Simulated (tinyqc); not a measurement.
Decay of LO phonons and the hot-phonon bottleneck in the cooling of electrons: one step, computed by the program tinyqc. Command: `OMP_NUM_THREADS=1 python tinyqc.py 3008133 3008134 out.jsonl hotphonon walk`. One thread of a shared host (Intel(R) Xeon(R) Processor @ 2.30GHz), about 0.01 s of CPU time with the checks.

n(E, T) = 1/(exp(E/(k_B T)) - 1) is the Bose occupation. Electrons have a temperature T_e; the LO modes within their reach share one occupation N; the decay products stay at the lattice temperature.

Question. Spontaneous emission time. Froehlich coupling alpha = (e^2/(4 pi eps_0)) (1/eps_inf - 1/eps_s) k_0/(2 hbar omega), k_0 = sqrt(m* hbar omega/(hbar^2/(2 m_0))); emission time tau_sp = hbar/(2 alpha hbar omega); bottleneck ratio r = (n/N_m) tau/tau_sp.

Inputs (values chosen for the exercise, modelled on gallium oxide):
```
quantity                                             value    unit
LO energy hbar omega                                  42.8     meV
lattice temperature T                                   77       K
electron mass m*                                     0.287     m_0
eps_inf                                                3.7       -
static dielectric constant eps_s                      10.2       -
electron density n                                 9.8e+17  1/cm^3
density of LO modes that the electrons reach, N_m  9.4e+19  1/cm^3
```

Decay channel: two equal phonons plus a three-phonon channel.

phonon lifetime tau = 1.451725 ps

Constants: e^2/(4 pi eps_0) = 14.39964548 eV angstrom; hbar^2/(2 m_0) = 3.80998212 eV angstrom^2; hbar = 6.582119569e-16 eV s.

Give: alpha; emission time tau_sp; bottleneck ratio r.

Answer.

alpha = 1.6451

emission time tau_sp = 4.6741 fs

bottleneck ratio r = 3.2380

r compares the rate at which electrons exchange quanta with a mode to its decay rate. Exchange outruns decay, so a hot population builds up if the power is high enough. Caution: alpha is above 1/2, so hbar/tau_sp exceeds hbar omega and the emission time, a weak-coupling result, is only rough.
